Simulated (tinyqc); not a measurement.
# Worked calculation: p-n diode with diffusion and depletion-layer recombination

Computed by the program tinyqc: `OMP_NUM_THREADS=1 python tinyqc.py 2260146 2260147 out.jsonl`, one thread of a shared Intel Xeon 2.30GHz, about 0.01 s for the whole run. Printed values are rounded.

Abrupt junction in the depletion approximation, low injection, full ionisation, neutral widths fixed, ohmic contact on the p side. Vj is the junction voltage; where a series resistance Rs is given, V = Vj + J Rs is the terminal voltage.

Values chosen for this exercise; band and dielectric values close to those of silicon:
- T = 273 K (temperature)
- Eg = 1.13 eV (band gap)
- eps_r = 11.7 (relative permittivity)
- Nc = 2.4e19 cm^-3 (conduction-band density of states at T)
- Nv = 2.27e19 cm^-3 (valence-band density of states at T)
- Na = 2.4e16 cm^-3 (acceptor density)
- Nd = 1.4e16 cm^-3 (donor density)
- mun = 1000 cm^2/(V s) (electron mobility in the p side)
- mup = 420 cm^2/(V s) (hole mobility in the n side)
- tn = 1e-9 s (electron lifetime)
- tp = 2e-9 s (hole lifetime)
- wp = 3.2 um (neutral width of the p side)
- wn = 140 um (neutral width of the n side)
- Sp = 1e7 cm/s (recombination velocity at the n contact)
- Rs = 0.0012 ohm cm^2 (series resistance)
- Et = 0 eV (trap level above the intrinsic level)
- Vj = 0.34 V (junction voltage at which recombination is evaluated)
- V = 0.73 V (terminal voltage)

Constants: q = 1.602176634e-19 C, kB = 1.380649e-23 J/K, Vt = kB T/q, eps0 = 8.8541878128e-14 F/cm where lengths are in cm. Results are converted to the units shown.

## Diffusion lengths and saturation currents

ni = sqrt(Nc Nv) exp(-Eg/(2 Vt)), Eg in volts; D = mu Vt; Ln = sqrt(Dn tn), Lp = sqrt(Dp tp); J0n = q ni^2 Dn coth(wp/Ln)/(Ln Na); J0p = (q ni^2 Dp/(Lp Nd)) (s + tanh(wn/Lp))/(1 + s tanh(wn/Lp)), s = Sp Lp/Dp.

ni = 8.66579e8 cm^-3
Ln = 1.53380 um
Lp = 1.40575 um
J0n = 7.92996e-13 A/cm^2
J0p = 6.04055e-13 A/cm^2

wp/Ln = 2.1 and wn/Lp = 100; electrons carry 56.8 % of the diffusion current.

## Recombination in the depleted layer

ni = sqrt(Nc Nv) exp(-Eg/(2 Vt)), Eg in volts. Vbi = Vt ln(Na Nd/ni^2), W = sqrt(2 eps0 eps_r (Vbi - Vj)(1/Na + 1/Nd)/q), xp = W Nd/(Na + Nd), xn = W Na/(Na + Nd); u(x) = q Na (x + xp)^2/(2 eps0 eps_r) for x < 0 and Vbi - Vj - q Nd (xn - x)^2/(2 eps0 eps_r) for x > 0; p = Na exp(-u/Vt), n = Nd exp((u - Vbi + Vj)/Vt); U = ni^2 (exp(Vj/Vt) - 1)/(tp (n + ni exp(Et/Vt)) + tn (p + ni exp(-Et/Vt))); J_scr = q times the integral of U from -xp to xn. Trapezoid rule on 16 equal steps.

W = 257.569 nm
x, point 0 to 16 (nm): [-94.894, -78.796, -62.698, -46.600, -30.502, -14.404, 1.695, 17.793, 33.891, 49.989, 66.087, 82.185, 98.283, 114.381, 130.479, 146.577, 162.675]
u, point 0 to 16 (V): [0.000000, 0.004810, 0.019238, 0.043286, 0.076953, 0.120239, 0.173059, 0.226365, 0.274060, 0.316143, 0.352615, 0.383477, 0.408727, 0.428366, 0.442393, 0.450810, 0.453616]
n, point 0 to 16 (cm^-3): [5.91633e7, 7.25838e7, 1.34030e8, 3.72513e8, 1.55831e9, 9.81168e9, 9.26509e10, 8.93125e11, 6.78250e12, 4.05771e13, 1.91244e14, 7.10082e14, 2.07703e15, 4.78622e15, 8.68874e15, 1.24261e16, 1.4e16]
p, point 0 to 16 (cm^-3): [2.4e16, 1.95625e16, 1.05940e16, 3.81173e15, 9.11190e14, 1.44717e14, 1.53255e13, 1.58983e12, 2.09350e11, 3.49931e10, 7.42465e9, 1.99966e9, 6.83628e8, 2.96668e8, 1.63421e8, 1.14269e8, 1.01423e8]
U, point 0 to 16 (cm^-3 s^-1): [5.91633e16, 7.25838e16, 1.34030e17, 3.72512e17, 1.55830e18, 9.81016e18, 9.15286e19, 4.20258e20, 1.03065e20, 1.74884e19, 3.71222e18, 9.99824e17, 3.41814e17, 1.48334e17, 8.17102e16, 5.71345e16, 5.07114e16]
J_scr = 1.67566e-4 A/cm^2

With 2000 steps J_scr = 1.613e-4 A/cm^2; the coarse value is 3.9 % above it. U is largest at x = 17.8 nm among these points; the peak lies where tp n = tn p. On the fine grid U peaks at 4.210e20 cm^-3 s^-1, and J_scr/(q U_max) is 9.28 % of W, the effective width of the recombining zone.

## Starting value

Vj = V.

Vj at the start = 0.73 V

## Iteration 1: new Vj

J0 = J0n + J0p = 1.39705e-12 A/cm^2

Diffusion current alone: J = J0 (exp(Vj/Vt) - 1), g = Vj + J Rs - V, g' = 1 + Rs J0 exp(Vj/Vt)/Vt, Vj(new) = Vj - g/g'.

J = 41.8352 A/cm^2
g = 0.0502023 V
g' = 3.13397
Vj after iteration 1 = 0.713981 V

## Iteration 2: new Vj

As before.

J = 21.1750 A/cm^2
g = 0.00939129 V
g' = 2.08011
Vj after iteration 2 = 0.709466 V

## Course of the iteration

Stop when the step is below 1e-10 V, or after 80 iterations.

Course of the iteration:
```
iteration  Vj before the step (V)   step (V)
1                            0.73    -0.0160
2                        0.713981   -4.51e-3
3                        0.709466   -2.32e-4
4                        0.709234   -5.41e-7
5                        0.709234  -2.92e-12
```

Converged in 5 iterations.
